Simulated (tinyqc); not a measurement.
Inside a calculation: polytypes by hexagonality, and a cubic inclusion as a quantum well. Values are carried at full precision from step to step, so a last printed digit may differ when a step is redone from the rounded ones.

A layer is h if its two neighbours in the periodic sequence sit on the same site, k otherwise; the hexagonality h is the share of h layers.

Constants: hbar^2/2m0 = 3.80998211 eV angstrom^2.

Parameters, chosen for this exercise (of the order of those of InAs; the results hold for these values, not for the real material):
```
symbol  value           unit      meaning
E3      0.413           eV        gap of the cubic polytype
E2      0.458           eV        gap of 2H
Ev2     0.039           eV        valence top of 2H above that of 3C
P2      0.0023          C/m^2     spontaneous polarisation of 2H
m       (0.027, 0.027)  m0        electron mass along c in the cubic layer and in the host
d       3.498           angstrom  thickness of a double layer
eps     15.3                      dielectric constant
N       15                        double layers in the cubic inclusion
```

## Hexagonality

Stacking sequences:
```
polytype         sequence
9R              ABCBCACAB
6H                 ABCACB
4H                   ABCB
2H                     AB
15R       ABCACBCABACABCB
```

Give the h/k string and h of each.

Hexagonality:
```
polytype       h/k string       h
9R              hkhhkhhkh  0.6667
6H                 hkkhkk  0.3333
4H                   hkhk  0.5000
2H                     hh  1.0000
15R       hkkhkhkkhkhkkhk  0.4000
```

## Gaps and band edges

Gap: E3 + (E2 - E3) h. Valence top Ev2 h and polarisation P2 h, both counted from 3C; Ec = Ev + gap.

Evaluate for each polytype.

Results:
```
polytype  gap (eV)  Ev (eV)  Ec (eV)  P (C/m^2)
9R          0.4430   0.0260   0.4690    0.00153
6H          0.4280   0.0130   0.4410    0.00077
4H          0.4355   0.0195   0.4550    0.00115
2H          0.4580   0.0390   0.4970    0.00230
15R         0.4310   0.0156   0.4466    0.00092
```

The widest gap is that of 2H, the narrowest that of 6H. Ev and Ec both rise with h, so 3C collects electrons and the more hexagonal side holes: a staggered line-up.

## The bound level without the field

A cubic inclusion of width L = N d in the host (h = 1) is a well of depth V = Ec(host) - Ec(3C). Square well with mass mismatch: k tan(k L/2) = (m_w/m_b) q, k = sqrt(m_w E/c), q = sqrt(m_b (V - E)/c), c = hbar^2/2m0, lowest root. The depth of the level, V - E, is its binding, and the transition to the valence top of the host is gap(host) - (V - E). The step in polarisation gives a field |F| = |P|/(eps eps0) in a thin inclusion, eps0 = 8.8541878e-12 F/m.

Give V, L, the level E, its depth below the host conduction edge and the transition to the valence top of the host, gap(host) - (V - E).

V = 0.0840 eV
L = 52.470 angstrom
E above the bottom = 0.0613 eV
depth below the host edge = 0.0227 eV
transition = 0.4353 eV

The level keeps 27 % of the well depth. The transition lies above the gap of 3C itself (0.413 eV).

## The polarisation field

Give |F|, the drop |F| L, the bound charge |P|/e per cm^2 (e = 1.602176634e-19 C), and, as a first estimate, the shift -|F| L/2 of the transition for an electron centred in the layer and a hole in the host on the high side.

|F| = 0.170 MV/cm
drop = 89.1 meV
bound charge = 1.44e+12 cm^-2
estimated shift = -44.5 meV

The drop is 106 % of the well depth. The host edge on the low side sinks by 45 meV against the centre, more than the 23 meV by which the flat well binds, so the level may not survive the field and the estimate must be checked.

## Checks

- Square-well root against finite differences on a grid of 0.5 angstrom (eV): both 0.061.

Run: tinyqc, `OMP_NUM_THREADS=1 python tinyqc.py 1850980 1850981 out.jsonl`; Intel(R) Xeon(R) Processor @ 2.30GHz, one thread, shared host; about 0.07 s of CPU time with all checks.
